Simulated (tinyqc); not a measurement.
A short-path metal as competitor: size effects in the resistivity of thin metal films and interconnect lines. Computed by tinyqc, a small Python program. Command: `OMP_NUM_THREADS=1 python tinyqc.py 3005497 3005498 out.jsonl size walk`. One thread of a shared host (Intel(R) Xeon(R) Processor @ 2.30GHz), about 0.01 s of CPU time with the checks.

Electrons lose their drift at surfaces (a share 1 - p of the hits) and at grain boundaries (reflection R), besides bulk scattering. The line sits in a trench with a non-conducting liner on both walls and the bottom; the spacing equals the drawn width.

Inputs (values chosen for the exercise, modelled on ruthenium):

| quantity | value | unit |
|---|---|---|
| bulk resistivity rho_b | 7.71 | microohm cm |
| bulk mean free path lambda | 6.9 | nm |
| specularity p | 0 | - |
| grain-boundary reflection R | 0.34 | - |
| grain size over metal width | 1.3 | - |
| aspect ratio (height over width) | 1.7 | - |
| liner thickness t | 0.6 | nm |
| competitor: rho_b relative to this metal | 4.2 | - |
| competitor: lambda relative to this metal | 0.16 | - |
| competitor: liner relative to t | 0 | - |

Geometry: line.

Method:
- Fuchs-Sondheimer film: rho_b/rho = 1 - (3/(2 kappa))(1 - p) int_0^1 (s - s^3)(1 - exp(-kappa/s))/(1 - p exp(-kappa/s)) ds, f = rho/rho_b, kappa = thickness/lambda, 80 Gauss-Legendre points.
- Line: the excess of a film of thickness w_m and of a film of thickness h_m are added, rho/rho_b = 1 + (f(w_m) - 1) + (f(h_m) - 1), an estimate that holds best when both sides exceed lambda.
- Mayadas-Shatzkes: alpha = (lambda/D) R/(1 - R); rho_b/rho = 1 - 3 alpha/2 + 3 alpha^2 - 3 alpha^3 ln(1 + 1/alpha).
- w_m = w - 2t, h_m = (aspect ratio) w - t, D = (ratio) w_m; rho = rho_b [1 + surface excess + grain excess].
- Effective resistivity rho (aspect ratio) w^2/(w_m h_m) for the metal with its liner, for the same metal without liner, and for a competitor with its own rho_b, lambda and liner, and for that competitor with the liner t; p, R, aspect and grain ratios are the same.

Effective resistivity (microohm cm):

| w (nm) | this metal | without liner | competitor | competitor, liner t |
|---|---|---|---|---|
| 200 | 8.092 | 8.027 | 32.595 | 32.851 |
| 100 | 8.485 | 8.347 | 32.808 | 33.328 |
| 50 | 9.309 | 8.994 | 33.234 | 34.312 |
| 30 | 10.493 | 9.874 | 33.804 | 35.686 |
| 20 | 12.118 | 11.003 | 34.519 | 37.510 |
| 14 | 14.452 | 12.483 | 35.442 | 40.047 |
| 10 | 18.003 | 14.479 | 36.681 | 43.810 |
| 7 | 24.379 | 17.470 | 38.558 | 50.431 |
| 5 | 35.326 | 21.406 | 41.099 | 61.623 |

What follows from these numbers?

The competitor does not win at any width listed. In narrow lines rho scales as rho_b lambda/w, and the product rho_b lambda of the competitor is 0.67 times this metal's. At the narrowest width the liner costs this metal a factor 1.65. With the same liner the competitor wins nowhere in the table; at the narrowest width the thinner liner lowers it from 61.6 to 41.1. Rows with w - 2t below lambda stretch the additive estimate. Metal widths below about 5 nm are outside this semiclassical model.

Extremes, crossings and ranges named in words are read from the listed rows.
